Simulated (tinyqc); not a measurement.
Bandgap voltage reference from two bipolar transistors: output against temperature.

Two transistors of area 1 and N carry the same current I. Is(T) = Is (T/T0)^eta exp[(Vg0 q/kB)(1/T0 - 1/T)], VBE1 = Vt ln(I/Is(T)) + I rb, VBE2 = Vt ln(I/(N Is(T))) + I rb/N. The amplifier forces I R1(T) = VBE1 - VBE2 + Vos, with R(T) = R (1 + tc (T - T0)) for both resistors, and the output is Vref = VBE1 + I R2(T). Base currents and the Early effect are neglected.

Vt = kB T/q; I = (Vt ln N + Vos)/(R1(T) - rb (1 - 1/N)).

Parameters, values chosen for the exercise; values of the order met in silicon bipolar transistors: reference temperature T0 = 300 K; band-gap voltage extrapolated to 0 K Vg0 = 1.205 V; temperature exponent of the saturation current eta = 4.3; saturation current of the unit transistor at T0 Is = 5.5e-18 A; area ratio of the second transistor N = 4; resistor across which the difference of VBE falls, at T0 R1 = 10 kohm; temperature coefficient of both resistors tc = 0 ppm/K; offset of the amplifier Vos = 0 mV; series resistance of the unit transistor rb = 0 ohm; output resistor at T0 R2 = 173.6 kohm.

Constants: q = 1.602176634e-19 C, kB = 1.380649e-23 J/K. Results are converted to the units shown.

Output against temperature:

| T (K) | I (uA) | VBE1 (V) | I R2 (V) | Vref (V) | Vref - Vref(T0) (mV) | dVref/dT (uV/K) |
|---|---|---|---|---|---|---|
| 218 | 2.604 | 0.8602 | 0.4521 | 1.312 | -13.12 | 207.8 |
| 233 | 2.783 | 0.8320 | 0.4832 | 1.315 | -10.14 | 188.8 |
| 253 | 3.022 | 0.7941 | 0.5247 | 1.319 | -6.604 | 165.4 |
| 273 | 3.261 | 0.7557 | 0.5662 | 1.322 | -3.514 | 143.8 |
| 298 | 3.560 | 0.7072 | 0.6180 | 1.325 | -0.2358 | 118.9 |
| 323 | 3.859 | 0.6580 | 0.6699 | 1.328 | 2.446 | 95.96 |
| 348 | 4.157 | 0.6083 | 0.7217 | 1.330 | 4.576 | 74.76 |
| 373 | 4.456 | 0.5580 | 0.7735 | 1.332 | 6.196 | 55.03 |
| 398 | 4.755 | 0.5073 | 0.8254 | 1.333 | 7.338 | 36.58 |
| 423 | 5.053 | 0.4562 | 0.8772 | 1.333 | 8.034 | 19.26 |

What does the comparison show?

VBE1 falls by 1.97 mV/K on average and I R2 rises by 2.07 mV/K. The slope of Vref vanishes at T = 453 K. Between 233 and 398 K Vref spans 17.5 mV, or 79.9 ppm/K by the box method (span over the average over T, over 165 K).

Program tinyqc, `OMP_NUM_THREADS=1 python tinyqc.py 2062018 2062019 out.jsonl`; Intel Xeon 2.30GHz, shared host, one thread, about 0.02 s.
